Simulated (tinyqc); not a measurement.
Kinetic Monte Carlo and master equation for a particle on a ring of sites with traps and bias: one step, computed by the program tinyqc.

6 sites on a ring, numbered 1 to 6. The saddle between i and i+1 lies at E0 + s b_i and site i at s eps_i; a force F tilts the landscape, with the saddle half-way.

Problem. Rate table. Rates: k(i to i+1) = nu exp(-(E0 + s b_i - s eps_i - F a/2)/(k_B T)), k(i to i-1) = nu exp(-(E0 + s b_(i-1) - s eps_i + F a/2)/(k_B T)). Share right = k right/(k right + k left); mean stay = 1/(k right + k left).

Inputs (values chosen for the exercise, for a model defect):
```
quantity                         value         unit
reference barrier E0              0.73           eV
scale factor s of the disorder       1            -
attempt frequency nu               2.8          THz
temperature T                      610            K
site spacing a                     3.6     angstrom
force F along the ring          0.0017  eV/angstrom
```

Disorder: both.

site energies eps_i (eV): -0.063  0  0  0  0  -0.13

saddle shifts b_i between sites i and i+1 (eV): 0.059  -0.011  0.022  0.039  -0.011  -0.077

Constants: k_B = 8.617333262e-05 eV/K.

Give: Rates, shares of right hops and mean stays.

Solution.

Rates, shares of right hops and mean stays:
```
site  k right (1/s)  k left (1/s)  share right  mean stay (s)
1         2.712e+05     3.209e+06       0.0779      2.874e-07
2         3.405e+06     8.002e+05       0.8097      2.378e-07
3         1.817e+06     3.031e+06       0.3749      2.063e-07
4         1.315e+06     1.618e+06       0.4484      3.409e-07
5         3.405e+06     1.171e+06       0.7441      2.185e-07
6         1.008e+06     2.556e+05       0.7977      7.916e-07
```

The particle stays longest on site 6, 3.8 times as long as on the quickest site.
